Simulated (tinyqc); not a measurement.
Bias dependence of the times: oxide trap near a transistor channel: two-state multiphonon kinetics, telegraph noise and bias instability. Computed by tinyqc, a small Python program. Command: `OMP_NUM_THREADS=1 python tinyqc.py 3005523 3005524 out.jsonl oxidetrap walk`. One thread of a shared host (Intel(R) Xeon(R) Processor @ 2.30GHz), about 0.01 s of CPU time with the checks.

An n-channel device under positive gate bias. The trap is empty (state 1) or holds an electron (state 2); both states are parabolas of equal curvature, and the electron reservoir is taken at the Fermi level of the channel.

Inputs (values chosen for the exercise, with an insulator like Al2O3 on silicon):
```
quantity                                value   unit
trap depth x from the interface          0.35     nm
tunnel barrier phi_b                     2.16     eV
tunnelling mass m_ox                     0.32    m_0
trap level above E_F at zero field E_t   0.11     eV
relaxation energy E_R                     2.4     eV
oxide field F                             3.8  MV/cm
attempt rate k_0 at the interface       1e+11    1/s
temperature T                             450      K
```

Parts treated: one trap.

Constants: hbar^2/(2 m_0) = 3.80998212 eV angstrom^2; k_B = 8.617333262e-05 eV/K.

Method. kappa = sqrt(2 m_ox phi_b)/hbar = sqrt(m_ox phi_b/(hbar^2/2m_0)); attenuation length lambda = 1/(2 kappa); factor exp(-x/lambda) for a rectangular barrier. E_21 = E_t - e F x is the energy of state 2 over state 1; barriers E_c = (E_R + E_21)^2/(4 E_R), E_e = E_c - E_21; tau_c = exp(E_c/k_B T)/(k_0 P), tau_e = exp(E_e/k_B T)/(k_0 P), P the tunnelling factor; occupation f_2 = tau_e/(tau_c + tau_e); 1/tau_0 = 1/tau_c + 1/tau_e.

tunnelling factor = 0.0507154

Against field:
```
F (MV/cm)  E_21 (eV)  tau_c (s)  tau_e (s)      f_2
0.00          0.1100  0.0044122  0.0002586  0.05537
1.14          0.0701  0.0025873  0.0004244  0.14091
2.28          0.0302  0.0015302  0.0007023  0.31458
3.04          0.0036  0.0010833  0.0009872  0.47681
3.80         -0.0230  0.0007698  0.0013931  0.64408
4.56         -0.0496  0.0005491  0.0019732  0.78229
5.70         -0.0895  0.0003332  0.0033503  0.90954
```

What follows from these numbers?

ln(tau_c/tau_e) falls by e x/k_B T = 0.903 per MV/cm, which measures the depth x if the change of surface potential with bias is left aside. Over these rows tau_c shortens by 1.12 decades and tau_e lengthens by 1.11; the two share the shift almost equally, as the first and last E_21 average to little against E_R. The times cross at F = E_t/(e x) = 3.14 MV/cm.

Extremes, crossings and ranges named in words are read from the listed rows.
